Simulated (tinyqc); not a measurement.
Raising U: Hubbard chain of 6 sites, mean field against exact. Computed by the program tinyqc. Collinear unrestricted mean field (the lowest of 40 random starts) against exact diagonalisation.

one-body matrix (hopping and site energies) (eV):
```
         1        2        3        4        5        6
1   0.0000  -0.5700   0.0000   0.0000   0.0000   0.0000
2  -0.5700   0.0000  -0.5700   0.0000   0.0000   0.0000
3   0.0000  -0.5700   0.0000  -0.5700   0.0000   0.0000
4   0.0000   0.0000  -0.5700   0.0000  -0.5700   0.0000
5   0.0000   0.0000   0.0000  -0.5700   0.0000  -0.5700
6   0.0000   0.0000   0.0000   0.0000  -0.5700   0.0000
```

electrons, up and down: 3  3

Exact and mean-field results (eV):
```
U          U/t   E exact  E mean field  mean |n_up - n_down|  double occupancy, exact  first gap in the sector
0.280    0.491  -3.58254      -3.56311                 0.000                    0.227                    0.452
0.570    1.000  -3.20847      -3.12811                 0.000                    0.203                    0.405
1.140    2.000  -2.59140      -2.30680                 0.404                    0.158                    0.330
1.710    3.000  -2.11816      -1.72774                 0.673                    0.120                    0.273
2.280    4.000  -1.76276      -1.35229                 0.803                    0.090                    0.229
3.420    6.000  -1.29203      -0.92864                 0.909                    0.052                    0.169
4.560    8.000  -1.00782      -0.70353                 0.948                    0.033                    0.132
6.840   12.000  -0.69278      -0.47235                 0.977                    0.016                    0.091
11.400  20.000  -0.42265      -0.28443                 0.992                    0.006                    0.055
```

What does the comparison show, and why?

In absolute terms mean field is worst at U/t = 4.0, 0.410 eV too high: at small U it is nearly exact, and at large U it misses only exchange-scale energies. Its local moments set in at U/t = 2.0 of those listed, a broken symmetry that the exact state of a finite cluster with equal spins does not have. Relative to the exact energy its error is 0.5 % at the smallest U, 33 % at most and 33 % at the largest. The double occupancy falls from 0.227 to 0.006; at the largest U the first gap is 0.49 times the exchange scale 4t^2/U.
